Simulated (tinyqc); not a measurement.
# Stress in a transistor channel from embedded alloy regions, liners and fins, by half-space elasticity, step by step

A worked calculation. Computed by tinyqc, a small Python program that keeps every step. Command: `OMP_NUM_THREADS=1 python tinyqc.py 3025970 3025971 out.jsonl stressor walk`. One thread of a shared host (Intel(R) Xeon(R) Processor @ 2.30GHz), about 0.01 s of CPU time with the checks. Intermediate numbers are printed to about 7 digits and carried at full precision; extremes and crossings named in words are read from the listed rows.

Plane strain in an isotropic half-space, the same constants everywhere; x along the channel from its centre, y downwards from the free surface; stress is positive in tension.

Inputs (values chosen for the exercise, modelled on silicon):
```
quantity,value,unit
alloy fraction x,0.41,-
"lattice change per unit x, beta",0.0425,-
Young's modulus E,159,GPa
Poisson ratio nu,0.23,-
channel length L,54,nm
length of each stressor S,50,nm
recess depth d,75,nm
depth of the field point y,2.7,nm
liner stress,-1.1,GPa
liner thickness t,25,nm
length of a cut fin or stripe,620,nm
height of the strained layer h,40,nm
longitudinal piezoresistance coefficient,69.6,1e-11/Pa
vertical piezoresistance coefficient,-1.1,1e-11/Pa
```

Stressor: Si(1-x)Ge(x) source and drain.

## Misfit and the pressure on the side walls

Misfit e = beta x. A fully constrained inclusion holds the stress -p with p = E e/(1 - 2 nu); a blanket film would hold -E e/(1 - nu) in the plane.

misfit e = 0.017425

p = 5.130694 GPa

stress of a blanket film = -3.598149 GPa

## Stress at the centre of the channel

A line element dA of misfit at (a, c) in the half-space gives, with C = E e/(2 pi (1 - nu)), X = x - a, r1^2 = X^2 + (y - c)^2, r2^2 = X^2 + Y^2, Y = y + c: s_xx = -C dA {[X^2 - (y - c)^2]/r1^4 + 3 [X^2 - Y^2]/r2^4 + 4 y Y (Y^2 - 3 X^2)/r2^6}, s_yy = C dA {[X^2 - (y - c)^2]/r1^4 - [X^2 - Y^2]/r2^4 + 4 y Y (Y^2 - 3 X^2)/r2^6}. These are integrated over two rectangles, L/2 < |a| < L/2 + S, 0 < c < d (closed form in a, 200 Gauss-Legendre points in c).

s_xx = -1750.469 MPa

s_yy = 1.244626 MPa

s_xx over the blanket-film stress = 0.4864916

The channel is compressed along its length; s_yy is 7.1e-4 of s_xx in size and vanishes at the surface.

## Closed form at the surface

At x = y = 0 the integral is s_xx = -(4/pi) [E e/(1 - nu)] [arctan(2 d/L) - arctan(d/(L/2 + S))].

s_xx at the surface = -2075.330 MPa

For fixed L and S it is largest at d = sqrt((L/2)(L/2 + S)) = 45.6 nm; d is beyond that.

## A stressed liner, as two edge forces

The liner over source and drain ends at the gate, x = -/+ L/2, and pulls there with the force per width F = (liner stress) t along the surface. A tangential line force gives s_xx = (2 F/pi) X^3/(X^2 + y^2)^2 at the distance X; two of them add at the centre, X = L/2. For L > 3.5 y the concentrated force is an upper bound.

edge force F = -27.5 N/m

s_xx from the liner = -1271.266 MPa

Caution: the real force is spread over several liner thicknesses, so for a channel this short the concentrated force clearly overstates the stress.

## Mobility change, linear estimate

d mu/mu = -(pi_L s_xx + pi_z s_yy) for the embedded regions alone; the stress across the width is left out.

mobility change = 121.8340 %

The vertical stress supplies 0.0014 of these points. Caution: beyond a few hundred MPa bulk piezoresistance coefficients no longer describe an inversion layer well.

## Relaxation at the ends of a cut stripe

Shear-lag estimate for a stripe of length l and height h on a like substrate: the stress along it is s(x)/s_film = 1 - cosh(x/lam)/cosh(l/(2 lam)), lam = (pi/2) g h with g = 1.258; mean = 1 - (2 lam/l) tanh(l/(2 lam)).

transfer length lam = 79.04247 nm

share kept at the centre = 0.9604103

share kept on average = 0.7452242

The stripe is long enough to keep its strain at the centre.

## Along the channel and with depth

The formulas are those given above.

Stress (MPa):
```
2x/L,s_xx at y,s_yy at y,s_xx at d/2,s_xx at 1.5 d
0.0,-1750.469,1.24463,-320.5857,294.3568
0.2,-1733.517,1.66981,-339.1544,299.2392
0.4,-1672.806,3.55773,-394.8563,313.5241
0.6,-1523.638,11.28114,-486.3486,336.0386
0.8,-1107.180,73.20748,-607.8281,364.6327
```

Near the surface s_xx changes by -37 % from the centre to 2x/L = 0.8. At the centre, s_xx at half the recess depth is 0.18 of its value at y, and below the recess -0.17. An element acts with the sign of X^2 - (y - c)^2, so its direct term reverses where the offset in depth exceeds the lateral distance, and the image terms that amplify the stress near the surface fade with depth.

## Shrinking the pitch

L and S are scaled together at fixed d, then S alone, then L alone.

S_xx at the centre (MPa):
```
scale,L and S scaled,S alone,L alone
0.35,-189.361,-673.090,-1403.889
0.50,-747.914,-952.373,-1653.449
0.70,-1269.250,-1297.507,-1764.250
1.00,-1750.469,-1750.469,-1750.469
1.40,-2048.409,-2241.859,-1617.108
2.00,-2123.356,-2790.042,-1363.580
3.00,-1916.140,-3382.530,-991.365
```

Halving S alone keeps 0.54 of the stress, halving L alone gives 0.94, and halving both 0.43: a shorter channel brings the walls closer but puts y deeper relative to L, where the surface amplifies less, a shorter stressor brings its far wall, which pulls the other way, closer too. Neighbouring devices are left out.

Checks made by the program: surface stress against its closed form; zero normal stress at the surface (relative difference below 1e-10).
